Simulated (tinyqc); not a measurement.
Time-dependent dielectric breakdown: cell percolation, Weibull statistics, area scaling and voltage extrapolation: one step, computed by the program tinyqc. Command: `OMP_NUM_THREADS=1 python tinyqc.py 3025718 3025719 out.jsonl tddb walk`. One thread of a shared host (Intel(R) Xeon(R) Processor @ 2.30GHz), about 0.01 s of CPU time with the checks.

The oxide is divided into columns of area a^2, each holding m = t_ox/a cells (m is taken as continuous). A share lambda(t) = (t/t_1)^alpha of the cells is defective, and a column whose cells are all defective breaks down.

Task: A sample of breakdown times. Each device fails at t = t63 (-ln(1 - u))^(1/beta). Sort the times; median rank F_i = (i - 0.3)/(n_s + 0.4) for n_s devices; W = ln(-ln(1 - F_i)).

characteristic life t63 = 60.28908 s

uniform random numbers u: [0.3263, 0.7628, 0.3102, 0.8579, 0.2885, 0.4802, 0.5726, 0.3076, 0.3425]

Weibull slope beta = 2.686

Give: Weibull plot.

Result:

Weibull plot:
```
i  t (s)     F_i   ln t       W
1  40.36  0.0745  3.698  -2.559
2  41.54  0.1809  3.727  -1.612
3  41.69  0.2872  3.730  -1.083
4  42.66  0.3936  3.753  -0.693
5  43.62  0.5000  3.776  -0.367
6  51.48  0.6064  3.941  -0.070
7  56.75  0.7128  4.039   0.221
8  69.03  0.8191  4.235   0.537
9  77.33  0.9255  4.348   0.955
```

Caution: t_1 is an input here; in a real oxide it changes with thickness at fixed voltage.
